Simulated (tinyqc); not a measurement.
MOS capacitor with interface traps: C-V stretch-out, conductance peak and subthreshold swing: one step, computed by the program tinyqc.

Energies at the interface are counted from the valence band. psi > 0 means bending towards depletion, so the surface potential is -psi. Boltzmann statistics, full ionisation, no quantum confinement. Traps are neutral when filled up to E_n, with a sharp (zero-temperature) occupation.

Task: Conductance peak. v = sqrt(3 k_B T/m) with the majority mass; surface density n_s = N exp(-psi/k_B T); tau = 1/(sigma v n_s); for a continuum of levels G_p/omega = C_it ln(1 + omega^2 tau^2)/(2 omega tau), which peaks at omega tau = 1.98, the frequency 1.98/(2 pi tau); potential fluctuations are left out.

Inputs (values chosen for the exercise, modelled on InP, with an insulator like HfO2):

| quantity | value | unit |
|---|---|---|
| gap E_g | 1.34 | eV |
| electron mass m_e | 0.0798 | m_0 |
| doping N | 1.7e+16 | cm^-3 |
| capture cross-section sigma | 2e-15 | cm^2 |
| band bending towards depletion psi | 0.63 | V |
| temperature T | 300 | K |

Substrate: n-type. Trap spectrum: flat plus a Gaussian peak.

k_B T = 0.02585200 eV

C_it = 0.9182102 microF/cm^2

Constants: k_B = 1.380649e-23 J/K; m_0 = 9.1093837015e-31 kg.

Give: v; n_s; trap time constant; peak frequency; peak of G_p/omega.

Result:

v = 4.134e+07 cm/s

n_s = 4.435e+05 cm^-3

trap time constant = 27.27 s

peak frequency = 0.01156 Hz

peak of G_p/omega = 0.3695 microF/cm^2

Caution: traps deeper than about 24 k_B T and minority carriers reach equilibrium slowly or not at all, so the charges here are limits for very slow sweeps. Caution: near and beyond midgap the traps also exchange with the minority band, so this majority-carrier time constant and peak do not apply.
